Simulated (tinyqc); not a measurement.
Flattening the wire at fixed area: round or elliptic silicon nanowire with anisotropic valleys (Ritz method).

Wire along x = [100] on a (001) wafer, y = [010], z = [001]. Valley groups, two valleys each (w = inverse masses): A, axis along z: w_y = 1/mt, w_z = 1/ml, m_x = mt; B, axis along y: w_y = 1/ml, w_z = 1/mt, m_x = mt; C, axis along x: w_y = w_z = 1/mt, m_x = ml.

Hard wall on the ellipse (y/a)^2 + (z/b)^2 = 1, c = hbar^2/2m0. With u = y/a, v = z/b the operator is -c [(w_y/a^2) d2/du2 + (w_z/b^2) d2/dv2] on the unit disc. Basis (1 - u^2 - v^2) u^i v^j; S, X and Y are the disc integrals of f f', (df/du)(df'/du) and (df/dv)(df'/dv), from the integral of u^p v^q = 2 Gamma((p+1)/2) Gamma((q+1)/2)/((p + q + 2) Gamma((p+q+2)/2)) for even p, q; H = c (w_y X/a^2 + w_z Y/b^2).

Converged values use 21 functions of each parity class (e or o in u, then in v).

Constants: hbar^2/2m0 = 3.80998211 eV angstrom^2.

Values chosen for the exercise (near those of a Si nanowire; the results hold for these values, not for the real material): ml = 0.903 m0 (longitudinal mass); mt = 0.191 m0 (transverse mass); asp = (0.4, 0.6, 0.8, 1, 1.3, 1.8, 2.5) (ratios a/b); area = 36.3 nm^2 (cross-section, kept fixed).

a = sqrt(area x ratio/pi), b = a/ratio, 1 nm^2 = 100 angstrom^2; lowest level of each group.

Levels (eV):
```
a/b  a (angstrom)  b (angstrom)       A       B       C
0.4          21.5          53.7  0.1203  0.0463  0.1414
0.6          26.3          43.9  0.0856  0.0475  0.1123
1.0          34.0          34.0  0.0595  0.0595  0.0998
1.3          38.8          29.8  0.0517  0.0709  0.1031
1.8          45.6          25.3  0.0467  0.0911  0.1165
2.5          53.7          21.5  0.0463  0.1203  0.1414
```

Give the missing row, a/b = 0.8.

Computed row:
```
a/b  a (angstrom)  b (angstrom)       A       B       C
0.8          30.4          38.0  0.0689  0.0527  0.1022
```

Each group is lowest where its stretched ellipse is a circle, at a/b = sqrt(w_y/w_z): 2.17 for A, 0.46 for B and 1.00 for C. The lowest group is B in the first row and A in the last, A and B crossing at a/b = 1 by symmetry; B - A is -74 meV in the first row and +74 meV in the last.

Run: tinyqc, `OMP_NUM_THREADS=1 python tinyqc.py 1280762 1280763 out.jsonl`; Intel(R) Xeon(R) Processor @ 2.30GHz, one thread, shared host; about 0.07 s of CPU time with all checks.
